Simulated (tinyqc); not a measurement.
Inside a calculation. Method: plane-wave Kohn-Sham cycle with exchange-only LDA in a layered model solid. One step of it, computed by the program tinyqc.

Problem. Iteration 1: levels at that k. Diagonalise the Hermitian matrix.

H (hartree):
```
,-2,-1,+0,+1,+2
-2,4.170840,-0.105000,0.000000,0.000000,0.000000
-1,-0.105000,0.813831,-0.105000,0.000000,0.000000
+0,0.000000,-0.105000,-0.305172,-0.105000,0.000000
+1,0.000000,0.000000,-0.105000,0.813831,-0.105000
+2,0.000000,0.000000,0.000000,-0.105000,4.170840
```

Give: eigenvalues.

Solution.

eigenvalues (hartree): -0.325  0.811  0.830  4.174  4.174
